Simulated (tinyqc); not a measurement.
Two electrons on one impurity (helium-like model): one step. Units and equal orbitals.

Units Ha* = 2 Ry m/eps^2 and a* = a0 eps/m. One electron is bound by Z^2/2. Two electrons in the singlet built from exp(-a r) and exp(-b r): S = 8 (ab)^(3/2)/(a + b)^3, h_aa = a^2/2 - Z a, h_bb alike, h_ab = S (ab/2 - Z (a + b)/2), J = ab (a^2 + 3ab + b^2)/(a + b)^3, K = 20 (ab)^3/(a + b)^5, E = (h_aa + h_bb + 2 S h_ab + J + K)/(1 + S^2). For a = b this is a^2 - 2 Z a + 5a/8. Real double donors are deeper, since the central cell is left out.

Constants: Ry = 13.60569312 eV; a0 (Bohr radius) = 0.5291772105 angstrom.

Inputs chosen for the exercise (out of a larger set: near those of impurities in cubic GaN; not measured data):
- m = 0.206 m0 (one mean mass)
- eps = 9.5 (dielectric constant)
- Z = 1 (effective charge (1: D- centre, 2: double donor; other values mimic a central cell))

Task: Give Ha*, a*, the best common exponent Z - 5/16, E = -(Z - 5/16)^2, and the binding of the second electron -Z^2/2 - E.

Give: Ha*; a*; exponent; E with equal orbitals; binding of the second electron.

Result:

Ha* = 62.111 meV
a* = 24.40 angstrom
exponent = 0.6875
E with equal orbitals = -0.47266 Ha*
binding of the second electron = -1.70 meV

With equal orbitals the second electron is not bound; this is a fault of the trial function, since unequal orbitals do bind it.

Run: tinyqc, `OMP_NUM_THREADS=1 python tinyqc.py 1281089 1281090 out.jsonl`; Intel(R) Xeon(R) Processor @ 2.30GHz, one thread, shared host; about 0.02 s of CPU time with all checks.
